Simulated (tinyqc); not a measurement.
Cylindrical quantum wire, step by step. Values are carried at full precision from step to step, so a last printed digit may differ when a step is redone from the rounded ones.

With hard walls E = c (x/R)^2/mw, x a zero of J_m: (1,0) 2.404826; (2,0) 5.520078; (1,1) 3.831706; (2,1) 7.015587; (1,2) 5.135622; (2,2) 8.417244; (1,3) 6.380162; (2,3) 9.761023.

Constants: hbar^2/2m0 = 3.80998211 eV angstrom^2.

Inputs chosen for the exercise (near those of a non-polar GaN wire in AlN; not measured data):
- R = 24 angstrom (radius)
- mw = 0.201 m0 (mass inside)
- V0 = 1.82 eV (barrier height)
- mb = 0.323 m0 (mass outside)
- E = 0.1239 eV (trial energy)

## Hard-wall levels

The six lowest of these, with their orbital degeneracy; c = hbar^2/2m0.

Hard walls:
```
state  degeneracy       x  E (eV)
(1,0)           1  2.4048  0.1903
(1,1)           2  3.8317  0.4832
(1,2)           2  5.1356  0.8679
(2,0)           1  5.5201  1.0028
(1,3)           2  6.3802  1.3396
(2,1)           2  7.0156  1.6197
```

The ballistic conductance steps are 2, 4, 4, 2 e^2/h as EF passes the first four edges (spin included, one valley). The real barrier, V0 = 1.82 eV, lowers all of them.

## The matching condition at a trial energy

A cylinder of radius R, isotropic masses, c = hbar^2/2m0, k = sqrt(mw E/c), kappa = sqrt(mb (V0 - E)/c). State (n, m) is J_m(k r) inside and K_m(kappa r) outside; psi and psi'/m are continuous: (k/mw) J_m'(kR)/J_m(kR) = (kappa/mb) K_m'(kappa R)/K_m(kappa R).

Both sides for the lowest state, with J_0' = -J_1 and K_0' = -K_1.

k R = 1.9404
kappa R = 9.1007
left side = -0.9027 1/angstrom
right side = -1.2369 1/angstrom

The left side falls with E and the right side rises; here the left is the larger, so the level lies above the trial energy.

## Bound levels

All roots below V0 for angular numbers 0 to 3, two each at most; the last column is the ratio to the hard-wall level.

Finite barrier:
```
state  degeneracy  E (eV)     k R  E/E(hard)
(1,0)           1  0.1378  2.0461      0.724
(1,1)           2  0.3497  3.2600      0.724
(1,2)           2  0.6265  4.3631      0.722
(2,0)           1  0.7263  4.6979      0.724
(1,3)           2  0.9610  5.4040      0.717
(2,1)           2  1.1662  5.9529      0.720
(2,2)           2  1.6465  7.0734      0.706
```

7 levels of these are bound; the lowest reaches 72 % of its hard-wall value.

## Checks

- Lowest level by radial finite differences against the matching condition, eV: both 0.1378.

Computed by tinyqc, a small Python program: `OMP_NUM_THREADS=1 python tinyqc.py 1250709 1250710 out.jsonl` (the numbers bound the seed that draws the inputs); one thread of a shared host (Intel(R) Xeon(R) Processor @ 2.30GHz), about 0.05 s for the whole set of steps.
